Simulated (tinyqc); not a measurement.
Pressure series at fixed power: global model of a low-pressure process discharge: electron temperature, density, ion flux and ion energy. Computed by tinyqc, a small Python program. Command: `OMP_NUM_THREADS=1 python tinyqc.py 3111047 3111048 out.jsonl plasma walk`. One thread of a shared host (Intel(R) Xeon(R) Processor @ 2.30GHz), about 0.01 s of CPU time with the checks.

Maxwellian electrons with temperature T_e in eV, one positive ion, no negative ions, uniform bulk density n; rate constants have the Arrhenius form.

Inputs (values chosen for the exercise, of the order of those of an inductive discharge in a simple atomic gas):
```
quantity,value,unit
ion mass M,19,u
ionisation prefactor K0,3.9e-14,m^3/s
ionisation energy E_iz,15.8,eV
excitation prefactor X0,7.9e-15,m^3/s
excitation energy E_ex,11.6,eV
elastic rate constant K_el,1.1e-13,m^3/s
ion-neutral cross section,9.9e-19,m^2
gas temperature T_g,500,K
radius R,10,cm
height L,11,cm
absorbed power P,190,W
```

Constants: k_B = 1.380649e-23 J/K; e = 1.602176634e-19 C; u = 1.6605390666e-27 kg; m_0 = 9.1093837015e-31 kg.

Method:
- n_g = p/(k_B T_g), lambda_i = 1/(n_g sigma), K_iz = K0 exp(-E_iz/T_e), h_L = 0.86/sqrt(3 + L/(2 lambda_i)), h_R = 0.8/sqrt(4 + R/lambda_i), A_eff = 2 pi R^2 h_L + 2 pi R L h_R and d_eff = pi R^2 L/A_eff follow p.
- Particle balance: K0 exp(-E_iz/T_e) n_g d_eff = u_B, u_B = sqrt(e T_e/M).
- E_c = E_iz + (X0 exp(-E_ex/T_e) E_ex + K_el (3 m_0/M) T_e)/K_iz; E_T = E_c + (5/2) T_e + (T_e/2) ln(M/(2 pi m_0)); n = P/(e u_B A_eff E_T); J = e h_L n u_B. Pressures without a root below 2 E_iz are left out.

Against pressure:
```
p (Pa),T_e (eV),E_c (eV),E_T (eV),n (1/cm^3),J (mA/cm^2)
0.1,9.2294,19.516,82.344,4.0863e+10,1.9803
0.2,5.7533,20.698,59.863,7.9066e+10,2.7523
0.5,3.8677,22.817,49.145,1.4696e+11,3.4056
1.0,3.0817,25.108,46.087,2.2210e+11,3.6689
2.0,2.5507,28.299,45.663,3.2589e+11,3.7297
5.0,2.0714,34.689,48.789,5.1158e+11,3.5094
10.0,1.8123,42.358,54.695,6.7901e+11,3.1367
20.0,1.6108,54.831,65.796,8.3978e+11,2.6102
```

T_e falls from 9.23 to 1.61 eV, n changes by a factor 20.6 and J by 1.32; in J = P h_L/(A_eff E_T), E_T changes by a factor 0.80 and is least at 2 Pa, between wall losses at high T_e and excitation losses at low T_e.

Extremes, crossings and ranges named in words are read from the listed rows.
